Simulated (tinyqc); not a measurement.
# Formation energy of a charged point defect from supercell energies, step by step

A worked calculation. Computed by tinyqc, a small Python program that keeps every step. Command: `OMP_NUM_THREADS=1 python tinyqc.py 3011997 3011998 out.jsonl formation walk`. One thread of a shared host (Intel(R) Xeon(R) Processor @ 2.30GHz), about 0.01 s of CPU time with the checks. Intermediate numbers are printed to about 6 digits and carried at full precision; extremes and crossings named in words are read from the listed rows.

The host is a compound AB. Making the defect adds n_A = 1, n_B = -1 atoms to the cell. All total energies are inputs. E_F is counted from the valence-band maximum (VBM); x = 0 is A-rich and x = 1 B-rich growth.

Inputs (values chosen for the exercise, with gap and screening modelled on InP):
```
quantity,value,unit
gap E_g,1.38,eV
E_VBM of the host cell,5.094,eV
potential alignment dV,-0.042,eV
dielectric constant eps,12.8,-
cell length L,9.08,angstrom
mu_A of the pure element,-2.929,eV
mu_B of the pure element,-6.502,eV
formation enthalpy dH of AB,-0.763,eV
growth condition x,0.76,-
Fermi level E_F,0.477,eV
temperature T,1400,K
site density N_s,3.5e+22,cm^-3
```

Defect: A on a B site. Supercell lattice: bcc.

charge states q: [0, -1, -2]

E(defect, q) - E(host), in the order of q (eV): [6.086, 11.56, 17.057]

Constants: e^2/(4 pi eps_0) = 14.39964548 eV angstrom; k_B = 8.617333262e-05 eV/K.

## Chemical potentials

dmu_A = x dH and dmu_B = (1 - x) dH, so that dmu_A + dmu_B = dH; mu = mu(element) + dmu. The reservoir term is sum n_i mu_i.

dmu_A = -0.57988 eV

dmu_B = -0.18312 eV

sum n_i mu_i = 3.17624 eV

## Image-charge corrections

Image-charge correction of a point charge in a neutralising background: E_corr = q^2 alpha e^2/(4 pi eps_0) / (2 eps L), alpha = 2.888462 for a bcc array with L the cube root of the volume.

E_corr (eV): (q=0) 0.000000, (q=-1) 0.178934, (q=-2) 0.715736

Caution: the largest image-charge correction in these energies, q^2 alpha e^2/(8 pi eps_0 eps L) with alpha = 2.888462, exceeds a quarter of the gap; the point-charge term alone is then a rough estimate, usually too large for a charge that is spread out.

## Formation energies at E_F = 0

E_f(q, E_F) = [E(defect, q) - E(host)] - sum n_i mu_i + q (E_VBM + dV + E_F) + E_corr(q).

E_f(q, 0) (eV): (q=0) 2.90976, (q=-1) 3.51069, (q=-2) 4.49250

## Transition levels and the lower envelope

eps(q/q') = [E_f(q', 0) - E_f(q, 0)]/(q - q'). U of state q is eps(q/q-1) - eps(q+1/q). The stable state at each E_F is the lowest line E_f(q, 0) + q E_F.

One-electron levels above the VBM (eV):
```
level,energy,U of the state between this level and the next
(0/-1),0.600934,0.380868
(-1/-2),0.981802,-
```

Stable states:
```
q,from E_F (eV),to E_F (eV)
0,0.000000,0.60093
-1,0.600934,0.98180
-2,0.981802,1.38000
```

Stable in the gap, from the VBM up: 0, -1, -2.

## The first and the last level

eps(q/q-1) = E_f(q - 1, 0) - E_f(q, 0).

level (0/-1) = 0.600934 eV

level (-1/-2) = 0.981802 eV

## Concentrations at the given E_F and T

E_f(q, E_F) = E_f(q, 0) + q E_F. c_q = N_s exp(-E_f(q, E_F)/k_B T), with all degeneracy factors one and no vibrational entropy.

Charge states:
```
q,E_f (eV),c_q (cm^-3),share
0,2.90976,1.17326e+12,0.733443
-1,3.03369,4.20001e+11,0.262557
-2,3.53850,6.39800e+09,0.004000
```

lowest formation energy = 2.90976 eV

total concentration = 1.59966e+12 cm^-3

mean charge = -0.270556 e

State 0 holds 73.3 % of the defects.

## Fermi level and growth conditions

Each entry is the lowest E_f over q.

Lowest formation energy (eV):
```
E_F (eV),stable q,"A-rich, x = 0",x = 0.5,"B-rich, x = 1"
0.000,0,1.75000,2.51300,3.27600
0.172,0,1.75000,2.51300,3.27600
0.345,0,1.75000,2.51300,3.27600
0.518,0,1.75000,2.51300,3.27600
0.690,-1,1.66093,2.42393,3.18693
0.862,-1,1.48893,2.25193,3.01493
1.035,-2,1.26274,2.02574,2.78874
1.208,-2,0.91674,1.67974,2.44274
1.380,-2,0.57274,1.33574,2.09874
```

Going from A-rich to B-rich growth shifts every line by +1.526 eV and moves no transition level. The slope of the envelope is the stable charge, so E_f is highest in the rows from E_F = 0 to 0.518 eV, where the neutral state is stable: the defect forms most easily in n-type material.

## What the corrections do to the levels

Levels eps(q/q-1) with the terms q dV and E_corr left out or kept.

Levels above the VBM (eV):
```
level,raw,with alignment,with image charge,with both
(0/-1),0.380000,0.422000,0.558934,0.600934
(-1/-2),0.403000,0.445000,0.939802,0.981802
```

Alignment moves every level by -dV = +0.042 eV. The image term moves eps(q/q-1) by (1 - 2q) E_corr(1): (0/-1) by +0.179, (-1/-2) by +0.537 eV, donor levels down and acceptor levels up. It adds 2 E_corr(1) = 0.358 eV to every U.

Checks made by the program: envelope against a direct minimum on a grid (relative difference below 1e-10).
